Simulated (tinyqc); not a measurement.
Voltage acceleration of oxide breakdown, four models on the same data: lifetime against voltage in four models.

Field E = V/tox in MV/cm. Models: ln(t63/1 s) = a - c X with X = E (E model), -1/E (1/E model), ln V (power law, c the exponent n) or sqrt(E).

a and c were fitted to stress data from 3.14 to 4.12 V. Project to Vu, multiply by exp[(Ea q/kB)(1/Tu - 1/Ts)] and by ks; ten years are 3.15576e8 s.

Parameters, values chosen for the exercise:
- tox = 4 nm (oxide thickness)
- Ts = 398 K (stress temperature)
- Tu = 328 K (use temperature)
- Ea = 0.41 eV (activation energy)
- ks = 3.1e-5 (factor for area and percentile)

Constants: q = 1.602176634e-19 C, kB = 1.380649e-23 J/K. Results are converted to the units shown.

```
model	c	a
E	3.22997	33.8045
1/E	263.121	-24.8731
power	29.2791	42.0526
sqrt E	19.4702	63.0520
```

Lifetime against voltage in four models:
```
Vu (V)	log10 years, E	log10 years, 1/E	log10 years, power	log10 years, sqrt E
1.44	-1.269	10.04	2.727	0.4396
1.73	-2.286	4.719	0.3937	-1.102
2.02	-3.303	0.9262	-1.577	-2.519
2.31	-4.320	-1.915	-3.283	-3.837
2.61	-5.372	-4.189	-4.835	-5.116
2.9	-6.389	-5.940	-6.175	-6.285
3.19	-7.406	-7.373	-7.387	-7.396
3.48	-8.423	-8.567	-8.494	-8.458
```

What does the comparison show?

The four agree within 0.14 decades in the last row, inside the stress range, and part by 11.3 decades in the first. The local exponent -d ln t/d ln V is c E for the E model, which shrinks as V falls, constant for the power law, and c/E for the 1/E model, which grows as V falls.

Range of the model: All four laws are empirical fits; none is established far below the stress range.

tinyqc, about 0.01 s, one thread, Intel Xeon 2.30GHz (shared host): `OMP_NUM_THREADS=1 python tinyqc.py 2070154 2070155 out.jsonl`
